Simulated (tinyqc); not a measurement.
# Thin-body transistor below threshold, two-dimensional Poisson equation on a small mesh: what changes with what

A thin body on a thick buried insulator of low permittivity, taken as carrying no normal field at the bottom of the body (row 0). Mobile charge is neglected (subthreshold), the body is fully depleted, and potentials are counted from the intrinsic level; rows run upward to the gate, columns from source to drain.

Inputs (values chosen for the exercise); semiconductor permittivity close to that of In0.53Ga0.47As:
- T = 400 K (temperature)
- eps_r = 13.8 (relative permittivity of the semiconductor)
- eox = 25 (relative permittivity of the insulator)
- tb = 6 nm (body thickness)
- tox = 5.5 nm (insulator thickness)
- L = 28 nm (channel length)
- Na = 0 cm^-3 (acceptor density of the depleted body)
- Vbi = 0.58 V (potential of the source)
- Vfb = 0.15 V (gate offset)
- Vg = 0.1 V (gate voltage)
- Vd = 0.7 V (drain voltage)

Constants: q = 1.602176634e-19 C, kB = 1.380649e-23 J/K, Vt = kB T/q, eps0 = 8.8541878128e-14 F/cm where lengths are in cm. Results are converted to the units shown.

Each table varies one quantity; the others keep the values above.

## Choice of the relaxation factor

Mesh: rows i = 0..3 in the semiconductor (step hs = tb/3, row 3 on the interface), then 1 step(s) ho = tox/1 up to the gate row 4; columns j = 0..6 (step hy = L/6). Box integration, divided by eps0: up_i = eps hy/h of the interval above row i, dn_i = that of the interval below (0 for row 0), lat_i = (sum of eps h/2 over the intervals above and below)/hy, s_i = -q Na w_i hy/eps0 with w_i the semiconductor height of the box (hs/2 for row 0 and the interface row, hs between, 0 in the insulator). Each free node obeys (up + dn + 2 lat) psi = up psi(above) + dn psi(below) + lat [psi(left) + psi(right)] + s. Fixed values: gate row Vg - Vfb; column 0 at Vbi and the last column at Vbi + Vd in the semiconductor, each running linearly to Vg - Vfb across the insulator. Sweeps go row by row from row 0, left to right, psi(new) = psi + omega (t - psi) with t the value that solves the node equation for the newest neighbours; free nodes start at zero; stop when the largest change is below 1e-7 V.

Choice of the relaxation factor:
```
omega  sweeps
1          89
1.1        73
1.2        59
1.3        47
1.4        34
1.5        26
1.6        34
1.7        47
1.8        72
1.9       151
```

Gauss-Seidel (omega = 1) takes 89 sweeps; the fewest, 26, are at omega = 1.5, and omega = 1.9 takes 151. The Jacobi matrix of this mesh has spectral radius rho = 0.9249, so theory puts the best factor at 2/(1 + sqrt(1 - rho^2)) = 1.45.

## Effect of the body thickness

Mesh: rows i = 0..12 in the semiconductor (step hs = tb/12, row 12 on the interface), then 8 step(s) ho = tox/8 up to the gate row 20; columns j = 0..80 (step hy = L/80). The system is solved directly. On row 0 the minimum of psi and its place come from a parabola through the three lowest nodes; barrier = Vbi - minimum, swing = Vt ln 10/(d psi/dVg), DIBL = (d psi/dVd)/(d psi/dVg) there. Lambda = pi/k with k the smallest positive root of tan(k tox) tan(k tb) = eox/eps_r.

Results:
```
tb (nm)  L/Lambda  barrier (V)  place y/L  swing (mV/decade)  DIBL (mV/V)
2.4         2.023       0.5501     0.4409              87.56        33.04
3.2         1.874       0.5226     0.4359              90.79        45.95
4.2         1.704       0.4817     0.4287              96.09        66.80
5.5         1.510       0.4210     0.4176              105.3        102.1
9.6         1.079       0.2215     0.3682              156.8        275.0
```

Estimate the missing row, tb = 7.3 nm.

Computed row:
```
tb (nm)  L/Lambda  barrier (V)  place y/L  swing (mV/decade)  DIBL (mV/V)
7.3         1.291       0.3312     0.3989              123.0        166.4
```

With this row back in the table: As tb goes from 2.4 to 9.6 nm, the barrier falls from 0.550 to 0.222 V, the swing rises from 87.6 to 157 mV a decade and DIBL rises from 33.0 to 275 mV/V; the ideal swing is 79.4. L/Lambda goes from 2.0 to 1.1. For tb = 2.4 to 4.2 nm the body is under 5 nm thick, where quantum confinement matters.

## Effect of the insulator thickness

Same model as above.

Effect of the insulator thickness:
```
tox (nm)  L/Lambda  barrier (V)  place y/L  swing (mV/decade)  DIBL (mV/V)
2.2          1.923       0.5142     0.4372              91.83        50.06
3            1.793       0.4881     0.4321              95.22        63.37
4.2          1.615       0.4452     0.4234              101.4        87.30
5.8          1.408       0.3850     0.4102              111.7        125.9
8            1.180       0.3048     0.3896              129.6        189.0
11          0.9550       0.2112     0.3576              161.2        287.3
```

As tox goes from 2.2 to 11 nm, the barrier falls from 0.514 to 0.211 V, the swing rises from 91.8 to 161 mV a decade and DIBL rises from 50.1 to 287 mV/V; the ideal swing is 79.4. L/Lambda goes from 1.9 to 0.96.

tinyqc, about 0.1 s, one thread, Intel Xeon 2.30GHz (shared host): `OMP_NUM_THREADS=1 python tinyqc.py 2480033 2480034 out.jsonl`
